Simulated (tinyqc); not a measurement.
Vibrations of a mass or spring defect in a linear chain. Changing the defect mass M'. Computed by tinyqc, a small Python program. Command: `OMP_NUM_THREADS=1 python tinyqc.py 3013866 3013867 out.jsonl localmode sweep`. One thread of a shared host (Intel(R) Xeon(R) Processor @ 2.30GHz), about 0.04 s of CPU time with the checks.

A ring of N atoms with nearest-neighbour springs k and motion along the chain. Atom 1 is the defect, of mass M', and its two springs are k'. Odd sites are A (the defect replaces an A atom), even sites B.

Inputs (values chosen for the exercise, for a model chain): spring constant k = 2.83 eV/angstrom^2; mass M_A = 95.5 u; mass M_B = 336 u; spring ratio k'/k at the defect = 1.

Host: diatomic.

Constants: nu for 1 eV/(angstrom^2 u) = 15.6333042 THz.

Method:
- Host bands: lambda from 0 to 2k/M(heavy) and from 2k/M(light) to 2k (1/M_A + 1/M_B).
- nu = 15.6333042 THz x sqrt(lambda), lambda in eV/(angstrom^2 u).
- D_ii = (sum of the two springs at i)/M_i, D_ij = -k_ij/sqrt(M_i M_j) for neighbours, closed into a ring.
- The same matrix for 120 atoms; amplitudes are the mass-weighted eigenvector, in size, relative to the defect, for the highest mode; its weight is the squared component of the normalised eigenvector on the defect.

One run for each value; columns: (1) defect mass M' (u); (2) ratio to the top of the host band; (3) weight of the highest mode on the defect; (4) highest frequency, long ring (THz):
```
(1)      (2)        (3)    (4)
3.8    4.436  9.943e-01  19.13
6.0    3.536  9.910e-01  15.25
9.6    2.803  9.855e-01  12.09
15.0   2.252  9.771e-01   9.71
24.0   1.793  9.624e-01   7.73
38.0   1.441  9.371e-01   6.21
60.0   1.170  8.786e-01   5.04
95.0   1.000  3.427e-02   4.31
150.0  1.000  4.121e-06   4.31
```

What does the table show, and why?

Over the rows, ratio to the top of the host band falls from 4.44 to 1.000 (exponent d ln y / d ln x -0.50 between the first rows and -2.5e-4 between the last); weight of the highest mode on the defect falls from 0.994 to 4.12e-6 (exponent d ln y / d ln x -0.0073 between the first rows and -20 between the last); highest frequency, long ring (THz) falls from 19.1 to 4.31 (exponent d ln y / d ln x -0.50 between the first rows and -2.5e-4 between the last). At the low end the exponent of highest frequency, long ring is -0.50, close to -0.50: a very light atom vibrates against nearly fixed neighbours. A mode above the band (ratio over 1.0005) appears for M' up to 60.0 u among these rows, 0.63 of the mass replaced. Left out: 240 (the highest mode does not move the defect).

Extremes, crossings and ranges named in words are read from the listed rows.
